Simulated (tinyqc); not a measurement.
Worked calculation: plane-wave Kohn-Sham cycle with exchange-only LDA in a layered model solid. One step of it, computed by the program tinyqc.

Problem. Iteration 2: Hamiltonian at one k. H(m,m') = (k + G_m)^2/2 delta + V(G_m - G_m'), with V(-G) = V(G).

A solid whose potential varies along x alone (atomic units):
```
parameter                      value
period a                   15.300000
cross-section of the cell  22.000000
electrons per cell                 2
grid points                       16
plane waves -n..n, n               3
k points                           3
V1 in V1 cos(2 pi x/a)     -0.520000
```

V(G_m), m = 0, 1, 2, ... (hartree): -0.177965  -0.227007  0.002957  -0.000068  -0.000127  -0.000006  0.000015

k = 0.000000 2 pi / a

Give: H.

Solution.

H (hartree), lower triangle:
```
         -3       -2       -1       +0       +1       +2      +3
-3   0.5809
-2  -0.2270   0.1593
-1   0.0030  -0.2270  -0.0936
+0  -0.0001   0.0030  -0.2270  -0.1780
+1  -0.0001  -0.0001   0.0030  -0.2270  -0.0936
+2   0.0000  -0.0001  -0.0001   0.0030  -0.2270   0.1593
+3   0.0000   0.0000  -0.0001  -0.0001   0.0030  -0.2270  0.5809
```
